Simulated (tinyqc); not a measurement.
# Worked calculation: conduction-band offset of an n-N heterojunction from carrier-profile moments

Computed by the program tinyqc: `OMP_NUM_THREADS=1 python tinyqc.py 2410147 2410148 out.jsonl`, one thread of a shared Intel Xeon 2.30GHz, about 0.1 s for the whole run. Printed values are rounded.

Layer 1 (x < 0) accumulates electrons and layer 2 (x > 0) is depleted. Boltzmann statistics. The bands bend down by V1 in layer 1 and up by V2 in layer 2, with V1 + V2 = VD = dE + Vt ln[(N2/Nc2)/(N1/Nc1)].

Values chosen for this exercise; values of the order of III-V alloys: temperature T = 350 K; relative permittivity of both layers eps_r = 12.9; density of states of the narrow-gap layer 1 Nc1 = 3.4e17 cm^-3; density of states of the wide-gap layer 2 Nc2 = 1.3e18 cm^-3; conduction-band offset dE = 0.11 eV; donor density in layer 1 N1 = 9.9e15 cm^-3; donor density in layer 2 N2 = 2.1e16 cm^-3; fixed charge at the interface si = 6.4e10 cm^-2.

Constants: q = 1.602176634e-19 C, kB = 1.380649e-23 J/K, Vt = kB T/q, eps0 = 8.8541878128e-14 F/cm where lengths are in cm. Results are converted to the units shown.

## Division of the diffusion potential

Sheet densities from the first integral: Q1 = sqrt((2 eps0 eps_r Vt N1/q)(exp(u1) - u1 - 1)) extra electrons, Q2 = sqrt((2 eps0 eps_r Vt N2/q)(exp(-u2) + u2 - 1)) missing ones, u = V/Vt; neutrality Q1 = Q2 + si. Q1 - Q2 rises steadily with V1, so V1 follows by bisection.

VD = 0.09222975 V
V1 = 0.05779758 V
V2 = 0.03443217 V
Q1 = 1.285170e11 cm^-2
n at x = 0- = 6.727964e16 cm^-3
n at x = 0+ = 6.705294e15 cm^-3

n drops across the interface by 10.0 = (Nc1/Nc2) exp(dE/Vt).

## Electron profile

-x, left point 0 to 9 (nm): [0, 1.08, 6.53, 18.7, 39.6, 70.8, 114, 170, 240, 326]
x, right point 0 to 9 (nm): [0, 14.6, 36, 61.1, 88.8, 119, 150, 184, 219, 255]

Integrate the field q Q(V)/(eps0 eps_r) away from the interface on each side; n = N exp(+/- V/Vt).

n in layer 1, left point 0 to 9 (cm^-3): [6.72796e16, 6.31696e16, 4.78476e16, 3.05534e16, 1.92850e16, 1.36658e16, 1.12004e16, 1.02688e16, 9.98058e15, 9.91267e15]
n in layer 2, right point 0 to 9 (cm^-3): [6.70529e15, 9.72867e15, 1.38263e16, 1.72301e16, 1.92919e16, 2.03122e16, 2.07354e16, 2.09080e16, 2.09691e16, 2.09900e16]

## Offset from the moments

A C-V profile smears n(x) but keeps its zeroth and first moments: si = -int (N - n) dx, VD = (q/(eps0 eps_r)) int (N - n) x dx, dE = VD - Vt ln[(N2/Nc2)/(N1/Nc1)]. Use the trapezoidal rule on each side.

si = 7.027727e10 cm^-2
VD = 0.09180681 V
dE = 0.1095771 eV

On these few points dE comes out -0.42 meV from the true 0.11 eV, and si misses by 6.3e9 cm^-2, 4.9 % of Q1.
